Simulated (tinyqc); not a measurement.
Thin-film transistor with exponential tail and deep states, accumulation layer: effect of the total density of tail states.

An undoped film in accumulation, thicker than the space-charge layer. With band bending psi the Fermi level lies E0 - psi below the band edge. Free electrons n = n0 exp(psi/Vt) carry the current; electrons in two exponential distributions of traps, a = a0 exp(psi/Va) and d = d0 exp(psi/Vp), do not. Linear regime, ohmic contacts, traps in equilibrium.

Va = kB Tt/q, Vp = kB Td/q; n0 = Nc exp(-E0/Vt), a0 = Nt th(T/Tt) exp(-E0/Va), d0 = Nd th(T/Td) exp(-E0/Vp), th(x) = pi x/sin(pi x). G(psi) = sum over the three kinds of c0 [V (exp(psi/V) - 1) - psi], field F = sqrt(2 q G/(eps0 eps_r)); Vg = psi + eps0 eps_r F/Ci at the surface. Total charge Q = Ci (Vg - psi_s); free charge Qf = q times the integral of n0 (exp(psi/Vt) - 1)/F over psi from 0 to psi_s; I = (W/L) mb Qf Vd; effective mobility mb Qf/Q.

Parameters, values chosen for the exercise; values close to those of an organic semiconductor: temperature T = 290 K; relative permittivity of the semiconductor eps_r = 3.2; density of extended states Nc = 1.2e20 cm^-3; band mobility mb = 2.6 cm^2/(V s); characteristic temperature of the tail Tt = 420 K; total density of deep states Nd = 2.5e17 cm^-3; characteristic temperature of the deep states Td = 1150 K; bulk Fermi level below the band edge E0 = 0.49 eV; gate capacitance Ci = 60 nF/cm^2; ratio W/L WL = 5; drain voltage Vd = 0.2 V; gate voltage above flat band Vg = 5.8 V.

Constants: q = 1.602176634e-19 C, kB = 1.380649e-23 J/K, Vt = kB T/q, eps0 = 8.8541878128e-14 F/cm where lengths are in cm. Results are converted to the units shown.

Effect of the total density of tail states:
```
Nt (cm^-3)	E0 - psi_s (eV)	Q (nC/cm^2)	free share (%)	effective mobility (cm^2/(V s))	I (nA)
2.7e18	0.02768	320.3	79.21	2.059	659.6
6.1e18	0.03103	320.5	67.12	1.745	559.3
1.4e19	0.03812	320.9	48.24	1.254	402.5
3.3e19	0.05186	321.7	26.41	0.6868	220.9
7.5e19	0.07219	322.9	11.27	0.2931	94.65
1.7e20	0.09757	324.5	3.993	0.1038	33.68
4e20	0.1267	326.2	1.227	0.03191	10.41
```

What does the comparison show?

As Nt goes from 2.7e18 to 4e20 cm^-3, the free share falls from 79.2 to 1.23 %, the distance of the Fermi level from the edge rises from 0.0277 to 0.127 eV and the current falls from 660 to 10.4 nA. Q varies by only 1.8 %: the gate sets the charge, the traps decide how much of it moves. For Nt = 2.7e18 to 1.4e19 cm^-3 the surface Fermi level is within 2 Vt of the band edge, where the exponential forms fail. In every row the th form, which assumes a Fermi level far below the edge, overcounts the filled tail at the surface by more than 15 %.

Program tinyqc, `OMP_NUM_THREADS=1 python tinyqc.py 2610114 2610115 out.jsonl`; Intel Xeon 2.30GHz, shared host, one thread, about 0.02 s.
